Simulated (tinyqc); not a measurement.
Leakage through a gate insulator: direct, Fowler-Nordheim, trap-assisted and Poole-Frenkel currents: one step, computed by the program tinyqc. Command: `OMP_NUM_THREADS=1 python tinyqc.py 3000287 3000288 out.jsonl oxideleak walk`. One thread of a shared host (Intel(R) Xeon(R) Processor @ 2.30GHz), about 0.01 s of CPU time with the checks.

Electrons enter from the cathode Fermi level at x = 0; the conduction band of the insulator lies phi_b - e F x above it, F = V/t. WKB exponents use a parabolic band with mass m.

Task: Field and tunnelling without traps. For a level a distance phi(x) below the band, the WKB exponent is 2 int kappa dx with kappa = sqrt(m phi/(hbar^2/2m_0)); for a linear barrier from phi_1 down to phi_2 = max(phi_1 - e F d, 0) it is G = (4/3) sqrt(m/(hbar^2/2m_0)) (phi_1^(3/2) - phi_2^(3/2))/(e F). J_tun = e^3 F^2/(16 pi^2 hbar m phi_b) x exp(-G) / [1 - sqrt(phi_2/phi_b)]^2 with the free-electron mass in the cathode (m in m_0), phi_2 = max(phi_b - e V, 0): direct tunnelling for e V < phi_b, Fowler-Nordheim above. Image forces, back-flow and the limit on supply are left out, so J_tun is overstated below about 0.5 V. Equivalent oxide thickness = 3.9 t/eps_ox.

Inputs (values chosen for the exercise, with an insulator like Si3N4): thickness t = 2 nm; barrier phi_b = 2.02 eV; tunnelling mass m = 0.37 m_0; static constant eps_ox = 7.16; voltage across the insulator V = 0.68 V.

Constants: hbar^2/(2 m_0) = 3.80998212 eV angstrom^2; e = 1.602176634e-19 C; hbar = 1.054571817e-34 J s.

Give: field F; equivalent oxide thickness; WKB exponent G; tunnelling current J_tun.

Result:

field F = 3.4 MV/cm

equivalent oxide thickness = 1.089 nm

WKB exponent G = 16.13

tunnelling current J_tun = 68.52 A/cm^2

The barrier is a trapezoid: direct tunnelling.
